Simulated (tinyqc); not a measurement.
# Worked calculation: lossy package transmission line with skin effect

tinyqc, about 0.01 s, one thread, Intel Xeon 2.30GHz (shared host): `OMP_NUM_THREADS=1 python tinyqc.py 2810174 2810175 out.jsonl` Printed values are rounded.

A uniform line in a homogeneous dielectric: c = sqrt(er)/(c0 Z0), l = Z0 sqrt(er)/c0 (c0 = 299792458 m/s), g = w c td, w = 2 pi f. The resistance joins its limits as r = sqrt(r_dc^2 + r_hf^2), with r_dc = rho/(wd th), r_hf = kr rho/(2 delta (wd + th)), delta = sqrt(rho/(pi f mu0)), mu0 = 4 pi 1e-7 H/m; this is an interpolation, and internal inductance, up to 0.05 nH/mm at low frequency, is neglected.

Inputs (values chosen for the exercise):
- wd = 20 um (width of the strip)
- th = 17 um (thickness of the strip)
- rho = 2.9 uohm cm (resistivity)
- er = 3.5 (relative permittivity)
- td = 0.002 (loss tangent)
- Z0 = 40 ohm (lossless impedance sqrt(l/c))
- kr = 1.2 (factor for crowding and the return path)
- len = 4.9 mm (length)
- Rg = 50 ohm (source resistance)
- RL = 50 ohm (load resistance)
- CL = 100 fF (load capacitance)
- f = 0.73 GHz (frequency)

## Line constants

delta, r_dc, r_hf, r, l, c and g as defined.

delta = 3.17218 um
r_dc = 0.0852941 ohm/mm
r_hf = 0.148248 ohm/mm
r = 0.171034 ohm/mm
l = 0.249617 nH/mm
c = 156.010 pF/m
g = 0.00143115 S/m

r is 2.01 times r_dc; the skin depth is 0.187 of the thickness.

## Propagation constant and impedance

gamma = sqrt((r + i w l)(g + i w c)) = alpha + i beta, Zc = sqrt((r + i w l)/(g + i w c)), roots with positive real part; loss 8.685889638 alpha in dB; phase velocity w/beta.

gamma len = 0.010588+0.140631i
Zc = 40.1137-2.9393i ohm
loss = 0.0187678 dB/mm
phase velocity over c0 = 0.533085
r/(w l) = 0.149385

r is below w l; the low-loss estimate 8.686 (r/(2 Z0) + g Z0/2) gives 0.0188 dB/mm.

## Reflection, input impedance and transfer

ZL = 1/(1/RL + i w CL); reflection (ZL - Zc)/(ZL + Zc); Zin = Zc (ZL + Zc tanh(gamma len))/(Zc + ZL tanh(gamma len)); H = V_load/V_source = [Zin/(Zin + Rg)]/[cosh(gamma len) + (Zc/ZL) sinh(gamma len)].

ZL = 49.9737-1.1461i ohm
reflection at the load = 0.108324+0.024818i
Zin = 49.8417-4.2708i ohm
H = 0.489312-0.076694i
|H| = -6.10287 dB
